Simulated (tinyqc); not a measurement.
Keating valence-force model of a tetrahedral crystal. Inputs raised by 2 %, one at a time. Computed by tinyqc, a small Python program. Command: `OMP_NUM_THREADS=1 python tinyqc.py 3014511 3014512 out.jsonl keating sens`. One thread of a shared host (Intel(R) Xeon(R) Processor @ 2.30GHz), about 0.3 s of CPU time with the checks.

Atom A sits at 0 and atom B at a/4 (1,1,1) of an fcc lattice; the four bonds from A are t = a/4 (1,1,1), a/4 (1,-1,-1), a/4 (-1,1,-1), a/4 (-1,-1,1), of length d = sqrt(3) a/4. Energy: E = (3 alpha/(8 d^2)) sum over bonds (r.r - d^2)^2 + (3 beta/(8 d^2)) sum over pairs of bonds at one atom (r_i.r_j + d^2/3)^2, with beta_A for the six pairs at A and beta_B for the six at B. The cell holds two atoms, Omega = a^3/4. 1 N/m = 1 J/m^2. With constants fitted to the elastic moduli this model puts optical and zone-boundary frequencies of real crystals too high, by up to about 20 % in elemental crystals and up to about 50 % in compounds, and mostly by more for TA modes; in compounds the lattice part of the static dielectric constant then comes out too low.

Inputs (values chosen for the exercise, modelled on cubic gallium nitride):
```
quantity                value      unit
lattice constant a       4.52  angstrom
mass M_A                69.72         u
mass M_B               14.007         u
bond stretching alpha    80.8       N/m
bond bending beta_A      16.8       N/m
bond bending beta_B      14.6       N/m
Born charge Z*           2.74         e
eps_inf                  5.38         -
mesh divisions n            8         -
temperature T             600         K
```

Structure: zinc blende.

Constants: nu for 1 eV/(angstrom^2 u) = 15.6333042 THz; 1 eV/angstrom^2 = 16.02176634 J/m^2; 1 THz = 33.35640952 1/cm; e^2/(4 pi eps_0) = 14.39964548 eV angstrom; h x 1 THz = 4.135667696 meV; k_B = 8.617333262e-05 eV/K.

Method:
- beta = (beta_A + beta_B)/2; C11 = (alpha + 3 beta)/a, C12 = (alpha - beta)/a, C44 = 4 alpha beta/(a (alpha + beta)); with the two sublattices clamped C44(0) = (alpha + beta)/a; internal-strain parameter zeta = (alpha - beta)/(alpha + beta); B = (C11 + 2 C12)/3.
- beta = (beta_A + beta_B)/2; mu = M_A M_B/(M_A + M_B); lambda = 4 (alpha + beta)/mu with the springs in eV/angstrom^2; nu = 15.6333042 THz x sqrt(lambda).
- The long-range field adds 4 pi Z*^2 (e^2/(4 pi eps_0))/(eps_inf Omega mu) to lambda for the longitudinal mode at q -> 0; lambda = (nu/15.6333042 THz)^2; eps_0 = eps_inf (nu_LO/nu_TO)^2 (Lyddane-Sachs-Teller; here eps_0 is the static dielectric constant).
- With displacements u exp(i q.r), each bracket changes by g.u, where g = (g_A, g_B): bond t, g = (-2 t, 2 t exp(i q.t)); pair (i, j) at A, g = (-(t_i + t_j), t_i exp(i q.t_j) + t_j exp(i q.t_i)); pair at B, g = (-t_i exp(-i q.t_j) - t_j exp(-i q.t_i), t_i + t_j). Then D_mn = sum over the 4 bonds and 12 pairs of (4 k/a^2) conj(g_m) g_n / sqrt(M_m M_n), with k = alpha or beta converted to eV/angstrom^2. Only the short-range forces enter; the Coulomb field of the charges is left out.
- An eigenvalue lambda of D in eV/(angstrom^2 u) gives nu = 15.6333042 THz x sqrt(lambda).
- Mesh: q = sum_i (m_i + 1/2)/n b_i, m_i = 0..n-1, with b = [[-1, 1, 1], [1, -1, 1], [1, 1, -1]] in 2 pi/a; sums over the six modes are averaged over the n^3 points and halved, per atom.
- With x = h nu/(k_B T) and n = 1/(exp(x) - 1) for each mode: F = k_B T [x/2 + ln(1 - exp(-x))], U = k_B T x (n + 1/2), S/k_B = x n - ln(1 - exp(-x)), C/k_B = x^2 n (n + 1).
- The acoustic share counts the three lowest modes at each q; zero-point energy = sum h nu/2.

Runs:
```
input moved                      from       to  C44 (GPa)  nu_LO at G (THz)  static dielectric constant  entropy S (k_B/atom)
base run                            -        -      116.3             27.09                       7.822                 3.422
lattice constant a (angstrom)    4.52   4.6104      114.1             26.85                       7.682                 3.422
mass M_A (u)                    69.72  71.1144      116.3             27.05                       7.822                 3.436
mass M_B (u)                   14.007  14.2871      116.3             26.87                       7.822                 3.433
bond stretching alpha (N/m)      80.8   82.416      116.7             27.25                       7.782                 3.407
Born charge Z* (e)               2.74   2.7948      116.3             27.26                       7.921                 3.422
eps_inf                          5.38   5.4876      116.3             27.01                       7.930                 3.422
temperature T (K)                 600      612      116.3             27.09                       7.822                 3.474
```

Exponents ln(y'/y) / ln(x'/x):
```
input                     C44  nu_LO at G  static dielectric constant  entropy S
lattice constant a     -1.000      -0.459                      -0.918      0.000
mass M_A                0.000      -0.083                       0.000      0.209
mass M_B                0.000      -0.416                       0.000      0.175
bond stretching alpha   0.161       0.289                      -0.260     -0.210
Born charge Z*          0.000       0.317                       0.633      0.000
eps_inf                 0.000      -0.155                       0.690      0.000
temperature T           0.000       0.000                       0.000      0.765
```

To which inputs is each result most sensitive?

Among the inputs moved here: C44 answers most in size to lattice constant a (exponent -1.000), next to bond stretching alpha (+0.161); its exponent is below 0.0005 for mass M_A, mass M_B, Born charge Z*, eps_inf, temperature T. Its exponent -1.000 in lattice constant a: at fixed alpha and beta every C scales as 1/a. nu_LO at G answers most in size to lattice constant a (exponent -0.459), next to mass M_B (-0.416); its exponent is below 0.0005 for temperature T. static dielectric constant answers most in size to lattice constant a (exponent -0.918), next to eps_inf (+0.690); its exponent is below 0.0005 for mass M_A, mass M_B, temperature T. entropy S answers most in size to temperature T (exponent +0.765), next to bond stretching alpha (-0.210); its exponent is below 0.0005 for lattice constant a, Born charge Z*, eps_inf.
